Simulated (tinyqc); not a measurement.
Width of the inclusion: polytypes by hexagonality, and a cubic inclusion as a quantum well.

Gap: E3 + (E2 - E3) h. Valence top Ev2 h and polarisation P2 h, both counted from 3C; Ec = Ev + gap.

A cubic inclusion of width L = N d in the host (h = 1) is a well of depth V = Ec(host) - Ec(3C). Square well with mass mismatch: k tan(k L/2) = (m_w/m_b) q, k = sqrt(m_w E/c), q = sqrt(m_b (V - E)/c), c = hbar^2/2m0, lowest root. The depth of the level, V - E, is its binding, and the transition to the valence top of the host is gap(host) - (V - E). The step in polarisation gives a field |F| = |P|/(eps eps0) in a thin inclusion, eps0 = 8.8541878e-12 F/m.

Constants: hbar^2/2m0 = 3.80998211 eV angstrom^2.

Parameters, chosen for this exercise (of the order of those of InAs; the results hold for these values, not for the real material): E3 = 0.411 eV (gap of the cubic polytype); E2 = 0.464 eV (gap of 2H); Ev2 = 0.045 eV (valence top of 2H above that of 3C); P2 = 0.002 C/m^2 (spontaneous polarisation of 2H); m = (0.024, 0.026) m0 (electron mass along c in the cubic layer and in the host); d = 3.501 angstrom (thickness of a double layer); eps = 15.4 (dielectric constant).

Without the field: square well. With it, the potential inside is |F| (z - L/2), the host conduction edge lies at V - |F| L/2 on one side and V + |F| L/2 on the other, and the lowest level E_F is found by finite differences (step 0.25 angstrom, wide box, good to about 1 meV). Holes sit in the host on the high side, so the transition is gap(host) - V + E_F - |F| L/2. A dash: bound by less than 2 meV or not at all.

Results:
```
N   L (angstrom)  depth (eV)  transition (eV)  depth below the low side, with field (eV)  transition with field (eV)
2           7.00       0.001            0.463                                          -                           -
4          14.00       0.003            0.461                                          -                           -
6          21.01       0.007            0.457                                          -                           -
10         35.01       0.016            0.448                                          -                           -
15         52.52       0.028            0.436                                      0.003                       0.384
20         70.02       0.040            0.424                                      0.005                       0.356
30        105.03       0.057            0.407                                      0.007                       0.303
```

The square well binds a level even at N = 2 (1 meV), as any symmetric one-dimensional well does; the depth grows to 57 of 98 meV, and the transition tends to E3 - Ev(host) = 0.366 eV. With the field the level is bound by 2 meV or more for N = 15, 20 and 30, and the transition is lowered by 51 meV at N = 15 and 104 meV at N = 30, where |F| L/2 = 77 meV. Free carriers or surface charge screen the field and the step between the two sides; with the field removed every row returns to its square-well depth, and the attraction to the hole, left out here, binds the electron further.

(tinyqc, `OMP_NUM_THREADS=1 python tinyqc.py 1881156 1881157 out.jsonl`, Intel(R) Xeon(R) Processor @ 2.30GHz, 1 thread, shared host, about 0.07 s.)
